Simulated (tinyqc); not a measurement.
A chain with two barriers and dephasing by Buettiker voltage probes: two steps of the calculation.

Sites 1 to 3 form a chain with hopping -t. Lead L joins site 1 and lead R site 3, both semi-infinite chains with hopping -t and site energy 0. Every site carries a probe with self-energy -i Gamma_p/2 that draws no net current. Linear response at zero temperature: mu_L = 1, mu_R = 0 in units of the bias.

Inputs (values chosen for the exercise): probe broadening Gamma_p gp = 0.61 eV.

Constants: q = 1.602176634e-19 C, h = 6.62607015e-34 J s. Results are converted to the units shown.

Task 1. Transmissions between terminals. With Gamma the broadening by one lead, T_RL = Gamma^2 |G_(3,1)|^2, T_pL = Gamma Gamma_p |G_(p,1)|^2, T_pR = Gamma Gamma_p |G_(p,3)|^2, T_pq = Gamma_p^2 |G_(p,q)|^2 for p != q.

G (1/eV):
```
,1,2,3
1,-0.1881356-0.1592149i,0.0416420-0.4089194i,0.0917317-0.1315511i
2,0.0416420-0.4089194i,-0.3410451-1.7038963i,0.2067590-0.6457113i
3,0.0917317-0.1315511i,0.2067590-0.6457113i,-0.1480775-0.3705941i
```

Gamma = 1.8808509 eV

Give: T_RL; T_pL; T_pR; T_pq.

Result 1.

T_RL = 0.090988

```
probe,T_pL,T_pR
1,0.06969,0.02951
2,0.19384,0.52741
3,0.02951,0.18273
```

T_pq:
```
,1,2,3
1,0.00000,0.06287,0.00957
2,0.06287,0.00000,0.17105
3,0.00957,0.17105,0.00000
```

Task 2. Probe potentials and effective transmission. No current into probe p: W mu = T_pL with W_pp = T_pL + T_pR + sum_q T_pq and W_pq = -T_pq. Then T_eff = T_RL + sum_p T_pR mu_p, and the resistance is (h/2q^2)/T_eff.

T_RL = 0.090988446

```
probe,T_pL,T_pR
1,0.06969319,0.02950949
2,0.19383854,0.52741382
3,0.02950949,0.18273001
```

T_pq:
```
,1,2,3
1,0.00000000,0.06286597,0.00957056
2,0.06286597,0.00000000,0.17105154
3,0.00957056,0.17105154,0.00000000
```

Wanted: W; mu_p; T_eff; resistance.

Result 2.

W:
```
,1,2,3
1,0.1716,-0.0629,-0.0096
2,-0.0629,0.9552,-0.1711
3,-0.0096,-0.1711,0.3929
```

mu_p, probe 1 to 3: [0.5180, 0.2741, 0.2071]
T_eff = 0.2887
resistance = 44.71 kohm

Computed by the program tinyqc: `OMP_NUM_THREADS=1 python tinyqc.py 2700029 2700030 out.jsonl`, one thread of a shared Intel Xeon 2.30GHz, about 0.01 s for the whole run.
